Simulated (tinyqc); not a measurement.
Plane-wave Kohn-Sham cycle with exchange-only LDA in a layered model solid, step by step. One step of it, computed by the program tinyqc.

Task: Iteration 1: levels at that k. Diagonalise the Hermitian matrix.

H (hartree), order -2, -1, +0, +1, +2:
```
[[4.039175, -0.240000, 0.000000, 0.000000, 0.000000],
 [-0.240000, 0.836491, -0.240000, 0.000000, 0.000000],
 [0.000000, -0.240000, -0.231070, -0.240000, 0.000000],
 [0.000000, 0.000000, -0.240000, 0.836491, -0.240000],
 [0.000000, 0.000000, 0.000000, -0.240000, 4.039175]]
```

Give: eigenvalues.

Result:

eigenvalues (hartree): [-0.331, 0.819, 0.918, 4.057, 4.057]
